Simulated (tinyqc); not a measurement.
From breathing wavenumber back to size L: Raman line shape of confined optical phonons and breathing modes of small crystals. Computed by tinyqc, a small Python program. Command: `OMP_NUM_THREADS=1 python tinyqc.py 3018851 3018852 out.jsonl confine inv`. One thread of a shared host (Intel(R) Xeon(R) Processor @ 2.30GHz), about 0.04 s of CPU time with the checks.

Confinement in 1 direction(s) lets phonons with q away from zero scatter light. q is in units of 2 pi/a, from 0 to 1, and the branch is isotropic: omega(q)^2 = (omega_0^2 + omega_X^2)/2 + ((omega_0^2 - omega_X^2)/2) cos(pi q). The model and its constant beta are phenomenological; beta = 8 is the common choice.

Inputs (values chosen for the exercise, modelled on silicon): longitudinal velocity = 9120 m/s; transverse velocity = 5470 m/s.

Shape: film.

Constants: c = 299792458 m/s.

Method. The lowest longitudinal standing wave has half a wavelength across the film: f = v_L/(2 L); the lowest shear one f = v_T/(2 L).

Problem. A run gave the result below. Find the size L, known to lie between 2.4 and 4.4 nm.

breathing wavenumber = 47.83183 1/cm

Solution.

Each step takes the trial c = (a f_b - b f_a)/(f_b - f_a), f being the result less the target and a, b, c the logarithms of the listed values; c replaces end b, the old b replaces a if the sign of f changed, and otherwise f_a is halved.

Scan of the range:

| size L (nm) | breathing wavenumber (1/cm) |
|---|---|
| 2.40 | 63.3772 |
| 2.66 | 57.1824 |
| 2.94 | 51.7365 |
| 3.25 | 46.8016 |
| 3.60 | 42.2515 |
| 3.98 | 38.2174 |
| 4.40 | 34.5694 |

False position (Illinois rule, in the logarithm of the input) inside the bracket:

| step | end a | end b | trial | breathing wavenumber (1/cm) |
|---|---|---|---|---|
| 1 | 2.94000 | 3.25000 | 3.18269 | 47.7914 |
| 2 | 2.94000 | 3.18269 | 3.17757 | 47.8684 |
| 3 | 3.18269 | 3.17757 | 3.18000 | 47.8318 |
| 4 | 3.17757 | 3.18000 | 3.18000 | 47.8318 |

Breathing wavenumber falls at every point of a 13-point scan of the range (every second point is shown), so one value fits; it is bracketed by 2.94 and 3.25. The scan shows a pure power law with exponent -1.000, so scaling from any one row also gives the answer directly. Answer: size L = 3.180 nm.
